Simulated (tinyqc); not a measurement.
Metal gate on a two-layer dielectric stack with fixed charge and a dipole: one step of the calculation.

Gate, layer 2, layer 1, p-type semiconductor; x runs from the gate inwards. Charges are counted in units of +q. psi is the band bending at the surface, positive towards inversion. Classical charge, Boltzmann statistics, no interface traps.

Question. Flat-band voltage, term by term. EOT = 3.9 (t1/e1 + t2/e2), Cox = eps0/(t1/e1 + t2/e2); phi_ms = pM - (chi + Eg - Vt ln(Nv/Na)). Vfb = phi_ms + Vd - (q/eps0) [Q1 (t1/e1 + t2/e2) + Q2 t2/e2 + r1 (t1^2/(2 e1) + t1 t2/e2) + r2 t2^2/(2 e2)]: each charge counts with its electrical distance from the gate.

Values chosen for this exercise; band and dielectric values those of a made-up semiconductor, layer 1 close to aluminium oxide, layer 2 close to hafnium oxide:
- T = 300 K (temperature)
- Eg = 0.592 eV (band gap)
- Nv = 9.66e18 cm^-3 (valence-band density of states at T)
- chi = 5.34 eV (electron affinity)
- Na = 9.6e16 cm^-3 (acceptor density)
- pM = 4.35 eV (work function of the gate metal)
- t1 = 0.8 nm (thickness of layer 1, next to the semiconductor)
- e1 = 8.92 (relative permittivity of layer 1)
- t2 = 1.9 nm (thickness of layer 2, next to the gate)
- e2 = 22.9 (relative permittivity of layer 2)
- Q1 = 6.4e10 cm^-2 (fixed charge at the semiconductor interface)
- Q2 = 1.4e12 cm^-2 (fixed charge between the layers)
- r1 = 0 cm^-3 (uniform charge density in layer 1)
- r2 = 0 cm^-3 (uniform charge density in layer 2)
- Vd = 0 V (flat-band shift by a dipole layer between the layers)

Constants: q = 1.602176634e-19 C, kB = 1.380649e-23 J/K, Vt = kB T/q, eps0 = 8.8541878128e-14 F/cm where lengths are in cm. Results are converted to the units shown.

Wanted: terms; Vfb.

Answer.

terms (V): phi_ms -1.463, dipole 0.000, Q1 -0.002, Q2 -0.021, r1 0.000, r2 0.000
Vfb = -1.486 V

Apart from phi_ms the largest term is that of Q2, -21.0 mV; all charges and the dipole together move Vfb by -23.0 mV.

Computed by the program tinyqc: `OMP_NUM_THREADS=1 python tinyqc.py 2010001 2010002 out.jsonl`, one thread of a shared Intel Xeon 2.30GHz, about 0.01 s for the whole run.
